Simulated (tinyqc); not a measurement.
Worked calculation: electroplating on a thin resistive seed layer: kinetics, Wagner number and the terminal effect across a wafer. Computed by tinyqc, a small Python program that keeps every step. Command: `OMP_NUM_THREADS=1 python tinyqc.py 3121354 3121355 out.jsonl terminal walk`. One thread of a shared host (Intel(R) Xeon(R) Processor @ 2.30GHz), about 0.02 s of CPU time with the checks. Intermediate numbers are printed to about 5 digits and carried at full precision; extremes and crossings named in words are read from the listed rows.

Current enters the seed at the rim. The bath is treated as a local resistance per area (no lateral flow in the liquid), two electrons per ion, molar volume 7.11 cm^3/mol, Faraday constant F = e N_A, kinematic viscosity 0.01 cm^2/s, omega = 2 pi x rpm/60; k_B T/e is in volts.

Inputs (values chosen for the exercise, of the order of those for copper plating from an acid sulfate bath):
```
quantity,value,unit
wafer radius R,7.5,cm
seed thickness t,37,nm
seed resistivity,8.8,microohm cm
bath conductivity kappa,0.26,S/cm
gap to the anode h,5.1,cm
extra resistance of a porous plate,0,ohm cm^2
exchange current density i_0,0.97,mA/cm^2
cathodic transfer coefficient alpha,0.52,-
mean current density,3.9,mA/cm^2
diffusivity of the metal ion,6.6e-06,cm^2/s
metal ion concentration,0.37,mol/L
rotation rate,200,rpm
temperature T,298,K
```

Constants: e = 1.602176634e-19 C; N_A = 6.02214076e+23 1/mol; k_B = 8.617333262e-05 eV/K.

## Rate, limit and resistances

Growth rate = i V_m/(2 F). Levich limit i_L = 0.62 x 2 F D^(2/3) omega^(1/2) nu^(-1/6) c. Tafel overpotential eta = (k_B T/(alpha e)) ln(i/i_0); kinetic resistance k_B T/(alpha e i); bath resistance h/kappa + plate; R_s = resistivity/t; Wagner number = kinetic resistance x kappa/R.

growth rate = 86.217 nm/min

limiting current i_L = 153.57 mA/cm^2

overpotential = 68.715 mV

kinetic resistance = 12.663 ohm cm^2

bath resistance R_b = 19.615 ohm cm^2

sheet resistance R_s = 2.3784 ohm/square

Wagner number = 0.43897

## Linear estimate of the terminal effect

Linearised: with R_t = kinetic + bath resistance the current density obeys (1/r)(r i')' = i R_s/R_t, so i = A I_0(r/l), l = sqrt(R_t/R_s); with x = R/l, edge/centre = I_0(x) and edge/mean = x I_0(x)/(2 I_1(x)). Voltage drop in the seed for a uniform current: i R_s R^2/4.

length l = 3.6839 cm

x = R/l = 2.0359

edge over centre, linear = 2.3376

edge over mean, linear = 1.4468

drop for uniform current = 130.44 mV

## Current distribution

Full model: seed potential phi(r) with (1/r)(r phi')' = R_s i, where i solves phi = R_b i + (k_B T/(alpha e)) ln(i/i_0) (phi being the driving voltage left at r); phi'(0) = 0 and phi'(R) = R_s i_mean R/2. Solved by collocation to a tolerance of 1e-7.

Across the wafer:
```
r/R,i (mA/cm^2),i/mean,"i/mean, linear"
0.00,2.4890,0.6382,0.6189
0.20,2.5749,0.6602,0.6448
0.40,2.8504,0.7309,0.7259
0.60,3.3751,0.8654,0.8722
0.75,3.9994,1.0255,1.0358
0.90,4.9079,1.2584,1.2581
1.00,5.7280,1.4687,1.4468
```

edge over centre, full model = 2.3013

The full model gives 2.30 against 2.34 from the linear form.

## As the film thickens, and with more bath resistance

The film is taken as uniform, with the seed resistivity; the last column adds 100 ohm cm^2 to R_b. Extra power of that plate = i^2 x 100 ohm cm^2 x area.

Edge over centre:
```
thickness (nm),R_s (ohm/square),as given,with 100 ohm cm^2 more
37.0,2.3784,2.3013,1.2691
55.5,1.5856,1.8091,1.1758
74.0,1.1892,1.5848,1.1305
111.0,0.7928,1.3751,1.0861
185.0,0.4757,1.2179,1.0512
370.0,0.2378,1.1063,1.0254
740.0,0.1189,1.0525,1.0127
```

extra power = 0.26878 W

The ratio falls below 1.1 from 740 nm on as given, and from 111 nm on with the added resistance: what counts is R_s R^2 against the sum of kinetic and bath resistance.

Checks made by the program: mean of the distribution (relative difference 1e-07).
